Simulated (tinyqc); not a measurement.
Hubbard ring of 3 sites, step by step. One step of it, computed by the program tinyqc.

Task: Mean-field iteration 3. H(up) = T + U n(down), H(down) = T + U n(up); fill the lowest levels; n(new) = n + mixing (n(out) - n); E = tr T (rho up + rho down) + U sum n_up n_down of the output.

one-body matrix (hopping and site energies) (eV), order 1, 2, 3:
$$\begin{pmatrix}
0.000000 & -1.740000 & -1.740000 \\
-1.740000 & 0.000000 & -1.740000 \\
-1.740000 & -1.740000 & 0.000000
\end{pmatrix}$$

U = 11.200000 eV

electrons, up and down: [2, 1]

mixing = 0.500000

n(up) after iteration 2: 1 0.983142, 2 0.087966, 3 0.983142

n(down) after iteration 2: 1 0.030399, 2 0.884952, 3 0.030399

Give: levels, up; levels, down; energy; n(up) after iteration 3; n(down) after iteration 3.

Result:

levels, up (eV): [-1.912, 2.080, 10.424]

levels, down (eV): [0.310, 9.947, 12.751]

energy = -1.087 eV

n(up) after iteration 3: 1 0.981, 2 0.065, 3 0.981

n(down) after iteration 3: 1 0.033, 2 0.907, 3 0.033
